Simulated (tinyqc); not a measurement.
# p-n diode with diffusion and depletion-layer recombination, step by step

Computed by the program tinyqc: `OMP_NUM_THREADS=1 python tinyqc.py 2260132 2260133 out.jsonl`, one thread of a shared Intel Xeon 2.30GHz, about 0.01 s for the whole run. Printed values are rounded.

Abrupt junction in the depletion approximation, low injection, full ionisation, neutral widths fixed, ohmic contact on the p side. Vj is the junction voltage; where a series resistance Rs is given, V = Vj + J Rs is the terminal voltage.

Inputs (values chosen for the exercise); band and dielectric values close to those of silicon: temperature T = 300 K; band gap Eg = 1.12 eV; relative permittivity eps_r = 11.6; conduction-band density of states at T Nc = 2.76e19 cm^-3; valence-band density of states at T Nv = 2.63e19 cm^-3; acceptor density Na = 4.8e17 cm^-3; donor density Nd = 2.4e17 cm^-3; electron mobility in the p side mun = 420 cm^2/(V s); hole mobility in the n side mup = 190 cm^2/(V s); electron lifetime tn = 3e-9 s; hole lifetime tp = 3e-9 s; neutral width of the p side wp = 0.24 um; neutral width of the n side wn = 140 um; recombination velocity at the n contact Sp = 1e7 cm/s; series resistance Rs = 0.0011 ohm cm^2; trap level above the intrinsic level Et = 0 eV; junction voltage at which recombination is evaluated Vj = 0.53 V; terminal voltage V = 0.76 V.

Constants: q = 1.602176634e-19 C, kB = 1.380649e-23 J/K, Vt = kB T/q, eps0 = 8.8541878128e-14 F/cm where lengths are in cm. Results are converted to the units shown.

## Diffusion lengths and saturation currents

ni = sqrt(Nc Nv) exp(-Eg/(2 Vt)), Eg in volts; D = mu Vt; Ln = sqrt(Dn tn), Lp = sqrt(Dp tp); J0n = q ni^2 Dn coth(wp/Ln)/(Ln Na); J0p = (q ni^2 Dp/(Lp Nd)) (s + tanh(wn/Lp))/(1 + s tanh(wn/Lp)), s = Sp Lp/Dp.

ni = 1.054014e10 cm^-3
Ln = 1.804814 um
Lp = 1.213904 um
J0n = 1.687500e-11 A/cm^2
J0p = 3.000926e-12 A/cm^2

wp/Ln = 0.13 and wn/Lp = 120; electrons carry 84.9 % of the diffusion current.

## Recombination in the depleted layer

ni = sqrt(Nc Nv) exp(-Eg/(2 Vt)), Eg in volts. Vbi = Vt ln(Na Nd/ni^2), W = sqrt(2 eps0 eps_r (Vbi - Vj)(1/Na + 1/Nd)/q), xp = W Nd/(Na + Nd), xn = W Na/(Na + Nd); u(x) = q Na (x + xp)^2/(2 eps0 eps_r) for x < 0 and Vbi - Vj - q Nd (xn - x)^2/(2 eps0 eps_r) for x > 0; p = Na exp(-u/Vt), n = Nd exp((u - Vbi + Vj)/Vt); U = ni^2 (exp(Vj/Vt) - 1)/(tp (n + ni exp(Et/Vt)) + tn (p + ni exp(-Et/Vt))); J_scr = q times the integral of U from -xp to xn. Trapezoid rule on 15 equal steps.

W = 53.99520 nm

```
point     x (nm)      u (V)    n (cm^-3)    p (cm^-3)  U (cm^-3 s^-1)
0      -17.99840  0.0000000  1.853787e11       4.8e17     6.179287e19
1      -14.39872  0.0048511  2.236429e11  3.978743e17     7.454760e19
2      -10.79904  0.0194045  3.926822e11  2.266000e17     1.308938e20
3       -7.19936  0.0436601  1.003501e12  8.867130e16     3.344966e20
4       -3.59968  0.0776180  3.732377e12  2.384051e16     1.243930e21
5        0.00000  0.1212782  2.020429e13  4.404103e15     6.703977e21
6        3.59968  0.1673639  1.201294e14  7.407158e14     3.445435e22
7        7.19936  0.2085985  5.920522e14  1.502938e14     3.995408e22
8       10.79904  0.2449819  2.418662e15  3.678968e13     1.207938e22
9       14.39872  0.2765143  8.190207e15  1.086441e13     3.616663e21
10      17.99840  0.3031955  2.298896e16  3.870631e12     1.289992e21
11      21.59808  0.3250255  5.348702e16  1.663614e12     5.545206e20
12      25.19776  0.3420045  1.031531e17  8.626188e11     2.875371e20
13      28.79744  0.3541323  1.649000e17  5.396107e11     1.798696e20
14      32.39712  0.3614090  2.185061e17  4.072279e11     1.357424e20
15      35.99680  0.3638345       2.4e17  3.707574e11     1.235856e20
```

J_scr = 0.005832648 A/cm^2

With 2000 steps J_scr = 0.005880 A/cm^2; the coarse value is 0.80 % below it. U is largest at x = 7.20 nm among these points; the peak lies where tp n = tn p. On the fine grid U peaks at 4.971e22 cm^-3 s^-1, and J_scr/(q U_max) is 13.7 % of W, the effective width of the recombining zone.

## Starting value

Vj = V.

Vj at the start = 0.76 V

## Iteration 1: new Vj

J0 = J0n + J0p = 1.987592e-11 A/cm^2

Diffusion current alone: J = J0 (exp(Vj/Vt) - 1), g = Vj + J Rs - V, g' = 1 + Rs J0 exp(Vj/Vt)/Vt, Vj(new) = Vj - g/g'.

J = 116.3497 A/cm^2
g = 0.1279847 V
g' = 5.950669
Vj after iteration 1 = 0.7384924 V

## Iteration 2: new Vj

As before.

J = 50.63529 A/cm^2
g = 0.03419121 V
g' = 3.154527
Vj after iteration 2 = 0.7276536 V

## Iteration 3: new Vj

As before.

J = 33.29430 A/cm^2
g = 0.004277341 V
g' = 2.416669
Vj after iteration 3 = 0.7258837 V

## Course of the iteration

Stop when the step is below 1e-10 V, or after 80 iterations.

Course of the iteration:
```
iteration  Vj before the step (V)   step (V)
1                            0.76    -0.0215
2                       0.7384924    -0.0108
3                       0.7276536   -1.77e-3
4                       0.7258837   -3.61e-5
5                       0.7258476   -1.44e-8
6                       0.7258475  -2.33e-15
```

Converged in 6 iterations.
